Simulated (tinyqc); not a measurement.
Kink density above f_c: Frenkel-Kontorova chain: a misfit dislocation (kink) in a monolayer on a periodic substrate. Computed by tinyqc, a small Python program. Command: `OMP_NUM_THREADS=1 python tinyqc.py 3009998 3009999 out.jsonl fkchain walk`. One thread of a shared host (Intel(R) Xeon(R) Processor @ 2.30GHz), about 0.02 s of CPU time with the checks.

E = sum_j [(k/2)(x_(j+1) - x_j - b)^2 + (W/2)(1 - cos(2 pi x_j/a))], x_j = a (j + u_j). A kink takes u from 0 to 1: the chain is stretched by one period and has one atom fewer than wells.

Inputs (values chosen for the exercise, for a model overlayer):
```
quantity              value           unit
spring constant k      4.13  eV/angstrom^2
substrate period a     2.62       angstrom
corrugation W           1.4             eV
misfit f = (b - a)/a   0.19              -
atomic mass M          94.9              u
```

Constants: nu for 1 eV/(angstrom^2 u) = 15.6333042 THz.

Method. l0 = sqrt(k a^2/(2 W)); kink u(j) = (2/pi) arctan exp(pi j/l0); kink energy at f = 0: E0 = (4/pi) W l0; with misfit E0 - k a^2 f; kinks become favourable at f_c = 2/(pi l0), and a coherent chain with free ends loses stability at f_m = 1/l0. Lowest vibration of the flat chain: nu0 = 15.6333042 THz x sqrt(2 pi^2 W/(a^2 M)). Frank and van der Merwe: the modulus q solves f = 2 E(q)/(pi l0 q), and the kinks per atom are pi/(2 l0 q K(q)), with the complete elliptic integrals K and E; strain left = f - density (for f above f_c = 2/(pi l0)).

critical misfit f_c = 0.200070

kink width l0 = 3.18198

Continuum ground state:
```
f             q  kinks per atom  strain left
0.2011  0.99897         0.11031     0.090785
0.2041  0.99525         0.13327     0.070829
0.2101  0.98665         0.15558     0.054519
0.2201  0.97070         0.17912     0.040975
0.2401  0.93619         0.21270     0.027395
0.2801  0.86547         0.26471     0.015393
0.3401  0.76737         0.33200     0.008105
0.4402  0.63526         0.43657     0.003629
```

What does the comparison show, and why?

0.51 % above f_c the density is already 0.55 of f: kinks repel only exponentially, so they flood in, as 1/|ln(f - f_c)|. At 2.2 f_c they take up 99.2 % of the misfit and the layer floats nearly free. Caution: a corrugation above 1 eV is larger than real overlayers usually show; it is chosen to keep the kink narrow.
